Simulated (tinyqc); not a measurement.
Oxide trap near a transistor channel: two-state multiphonon kinetics, telegraph noise and bias instability. Changing the trap depth x from the interface. Computed by tinyqc, a small Python program. Command: `OMP_NUM_THREADS=1 python tinyqc.py 3026301 3026302 out.jsonl oxidetrap sweep`. One thread of a shared host (Intel(R) Xeon(R) Processor @ 2.30GHz), about 0.01 s of CPU time with the checks.

An n-channel device under positive gate bias. The trap is empty (state 1) or holds an electron (state 2); both states are parabolas of equal curvature, and the electron reservoir is taken at the Fermi level of the channel.

Inputs (values chosen for the exercise, with an insulator like SiO2 on silicon):
```
quantity                                value   unit
insulator constant eps_ox                3.91      -
insulator thickness t_ox                  3.9     nm
tunnel barrier phi_b                     3.06     eV
tunnelling mass m_ox                     0.45    m_0
trap level above E_F at zero field E_t   0.67     eV
relaxation energy E_R                       2     eV
oxide field F                             3.6  MV/cm
attempt rate k_0 at the interface       2e+12    1/s
temperature T                             200      K
channel width W                           180     nm
channel length L                          160     nm
frequency f                                 7     Hz
```

Parts treated: one trap and an ensemble.

Constants: hbar^2/(2 m_0) = 3.80998212 eV angstrom^2; k_B = 8.617333262e-05 eV/K; e = 1.602176634e-19 C; eps_0 = 8.8541878128e-12 F/m.

Method:
- kappa = sqrt(2 m_ox phi_b)/hbar = sqrt(m_ox phi_b/(hbar^2/2m_0)); attenuation length lambda = 1/(2 kappa); factor exp(-x/lambda) for a rectangular barrier.
- E_21 = E_t - e F x is the energy of state 2 over state 1; barriers E_c = (E_R + E_21)^2/(4 E_R), E_e = E_c - E_21; tau_c = exp(E_c/k_B T)/(k_0 P), tau_e = exp(E_e/k_B T)/(k_0 P), P the tunnelling factor; occupation f_2 = tau_e/(tau_c + tau_e); 1/tau_0 = 1/tau_c + 1/tau_e.
- Charge-sheet step dV = e (t_ox - x)/(eps_ox eps_0 W L); Lorentzian spectrum S(f) = 4 dV^2 tau_0^2/((tau_c + tau_e)(1 + (2 pi f tau_0)^2)); corner 1/(2 pi tau_0); variance dV^2 f_2 (1 - f_2) = dV^2 tau_0/(tau_c + tau_e).

One run for each value; columns: (1) trap depth x from the interface (nm); (2) capture time tau_c (s); (3) emission time tau_e (s); (4) threshold step dV (mV); (5) tunnelling factor; (6) occupation f_2:
```
(1)          (2)         (3)      (4)         (5)         (6)
0.30  8.7238e+09  6.0108e-05  0.57849  2.7131e-02  6.8901e-15
0.65  6.0914e+09  6.2806e-02  0.52225  4.0349e-04  1.0311e-11
0.99  5.3574e+09  6.7078e+01  0.46761  6.7674e-06  1.2521e-08
1.30  5.7592e+09  4.6794e+04  0.41780  1.6280e-07  8.1249e-06
1.70  8.2572e+09  2.8530e+08  0.35352  1.3272e-09  3.3397e-02
2.00  1.3180e+10  2.3980e+11  0.30531  3.6009e-11  9.4790e-01
2.40  3.1987e+10  2.4749e+15  0.24104  2.9356e-13  9.9999e-01
2.70  7.5772e+10  3.0873e+18  0.19283  7.9644e-15  1.0000e+00
```

What does the table show?

Over the rows, capture time tau_c (s) goes from 8.72e9 through a minimum among these rows, 5.36e9 at 0.990, to 7.58e10; emission time tau_e (s) rises from 6.01e-5 to 3.09e18 (exponent d ln y / d ln x 9.0 between the first rows and 61 between the last); threshold step dV (mV) falls from 0.578 to 0.193 (exponent d ln y / d ln x -0.13 between the first rows and -1.9 between the last).

Caution (all rows): at this temperature nuclear tunnelling through such barriers shortens the times below these classical values. Caution (rows 2.70): the field lowers the tunnel barrier appreciably over the trap depth, so the rectangular barrier understates the rate.

Extremes, crossings and ranges named in words are read from the listed rows.
